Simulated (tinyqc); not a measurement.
Which input was changed? Model: X-ray photoelectron analysis of a thin oxide on a semiconductor: attenuation lengths, thickness, angle series and band offsets. Computed by tinyqc, a small Python program. Command: `OMP_NUM_THREADS=1 python tinyqc.py 3112084 3112085 out.jsonl xps which`. One thread of a shared host (Intel(R) Xeon(R) Processor @ 2.30GHz), about 0.03 s of CPU time with the checks.

The same element is seen in the oxide and in the substrate, at nearly the same kinetic energy; films are flat and uniform, and the work function is ignored.

Inputs (values chosen for the exercise, modelled on SiO2 on 4H-SiC):
```
quantity,value,unit
photon energy,650,eV
binding energy of the core level,100.5,eV
oxide density,2.18,g/cm^3
oxide formula mass,60.08,g/mol
valence electrons per oxide formula,16,-
oxide gap,8.98,eV
substrate density,3.21,g/cm^3
substrate formula mass,40.1,g/mol
valence electrons per substrate formula,8,-
substrate gap,3.26,eV
oxide thickness d,5.2,nm
emission angle from the normal,15,degrees
attenuation length over inelastic mean free path,0.92,-
carbon overlayer,0.99,nm
counts in the two peaks together,100000,-
```

Method:
- TPP-2M: lambda = E/(E_p^2 [b ln(c E) - C/E + D/E^2]) in angstrom, E_p = 28.8 sqrt(N_v rho/M), b = -0.10 + 0.944/sqrt(E_p^2 + E_g^2) + 0.069 rho^0.1, c = 0.191/sqrt(rho), U = N_v rho/M, C = 1.97 - 0.91 U, D = 53.4 - 20.8 U, with E = photon energy less binding energy in eV.
- Attenuation length L = factor x lambda.
- R_0 = (rho_o/M_o) L_o/((rho_s/M_s) L_s); peak ratio R = I_ox/I_sub = R_0 [exp(d/(L_o cos theta)) - 1]; hence d = L_o cos theta ln(1 + R/R_0). A carbon layer weakens both peaks alike, by exp(-d_C/(L_o cos theta)) if its L is taken equal to L_o. This R_0 leaves out intrinsic losses from the substrate peak, so calibrated values can be larger.
- With x = d/(L_o cos theta): d ln d/d ln R = (1 - exp(-x))/x = -d ln d/d ln R_0; counting error of R = 1/sqrt(N f (1 - f)), f the oxide share, which times the sensitivity gives that of d; an angle error adds tan(theta) d theta; d is proportional to L_o at fixed R_0. Assumed errors: 5 % in R_0, 1 degree, 5 % in L_o.

Task: One of these inputs alone was changed, within the range given: photon energy (400 to 1300); oxide gap (4.49 to 17.96); oxide thickness d (2.6 to 10.4); attenuation length over inelastic mean free path (0.7 to 1). Which one, and to what value?

Results:
```
run,ratio R,counting error of d (%),L in the oxide (nm)
before,11.80953,0.3710192,1.781212
after,5.50441,0.3414940,1.781212
```

Result:

Each candidate set to reproduce ratio R, and what it then gives:
```
candidate,range searched,value needed,counting error of d (%),L in the oxide (nm)
photon energy (eV),400 to 1300,891.5,0.34158,2.3280
oxide gap (eV),4.49 to 17.96,16.04,0.39095,2.8176
oxide thickness d (nm),2.6 to 10.4,3.980,0.34149,1.7812
attenuation length over inelastic mean free path,0.7 to 1,out of reach,-,-
```

Only oxide thickness d fits every result: it went from 5.2 to 3.98 nm. The next best candidate, photon energy, misses one result by 31 %.
